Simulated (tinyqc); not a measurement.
Interfaces: Cahn-Hilliard equation on a periodic one-dimensional grid. Computed by tinyqc, a small Python program. Command: `OMP_NUM_THREADS=1 python tinyqc.py 3020875 3020876 out.jsonl cahn walk`. One thread of a shared host (Intel(R) Xeon(R) Processor @ 2.30GHz), about 0.06 s of CPU time with the checks.

Free energy F = h sum_j [A (c_j^2 - 1)^2/4 + (kappa/2) ((c_(j+1) - c_j)/h)^2]; dc/dt = Lap(mu), mu = A (c^3 - c) - kappa Lap(c), Lap(y)_j = (y_(j+1) - 2 y_j + y_(j-1))/h^2, mobility 1; the grid has n = 12 points.

Inputs (values chosen for the exercise, in reduced units):

| quantity | value | unit |
|---|---|---|
| spacing h | 1.2 | - |
| well depth A | 1.2 | - |
| gradient coefficient kappa | 0.93 | - |
| mean composition c0 | -0.36 | - |
| noise amplitude | 0.1 | - |
| time step dt | 0.11 | - |
| end time | 100 | - |

Scheme: explicit Euler.

Method:
- Start: c_j = c0 + amplitude x (z_j - mean of z).
- c(new) = c + dt Lap(mu).
- Run to the end time; break off if |c| exceeds 3 or F has risen by more than 1e-9 in more than 30 steps. Domains = stretches with c > c0.
- Continuum wall between c = -1 and +1: c = tanh(x/w), w = sqrt(2 kappa/A), energy s = (2/3) sqrt(2 kappa A). With two walls per domain, the estimate of F at the end is 2 x domains x s. Volume fraction of the +1 phase by the lever rule: (1 + c0)/2.

random numbers: -0.494  -0.639  0.495  -0.529  0.605  0.645  -0.820  0.526  0.395  -0.012  -0.402  -0.412

Course:

| step | t | F | min c | max c | domains |
|---|---|---|---|---|---|
| 0 | 0.00 | 3.28877 | -0.43665 | -0.290150 | 3 |
| 18 | 1.98 | 3.26923 | -0.41892 | -0.319375 | 1 |
| 45 | 4.95 | 3.26648 | -0.43682 | -0.311600 | 1 |
| 91 | 10.01 | 3.25606 | -0.46741 | -0.284050 | 1 |
| 136 | 14.96 | 3.22577 | -0.50207 | -0.199572 | 1 |
| 182 | 20.02 | 3.10190 | -0.53955 | 0.018830 | 1 |
| 273 | 30.03 | 2.14318 | -0.81356 | 0.715302 | 1 |
| 364 | 40.04 | 1.88935 | -0.98190 | 0.856894 | 1 |
| 500 | 55.00 | 1.88585 | -1.00017 | 0.867457 | 1 |
| 636 | 69.96 | 1.88577 | -1.00029 | 0.866040 | 1 |
| 773 | 85.03 | 1.88576 | -1.00024 | 0.865516 | 1 |
| 909 | 99.99 | 1.88576 | -1.00022 | 0.865353 | 1 |

F at the end = 1.88576

c at the end: -1.00022  -0.98854  -0.92245  -0.58823  0.47342  0.86521  0.86535  0.47411  -0.58767  -0.92228  -0.98848  -1.00021

wall half width w = 1.2450

wall energy s = 0.99599

estimate of F = 1.9920

volume fraction = 0.32

w/h = 1.0375

What follows from these numbers?

The run ends at F = 1.8858, 0.95 of the estimate: close to it, but the extremes of c are -1.000 and 0.865.
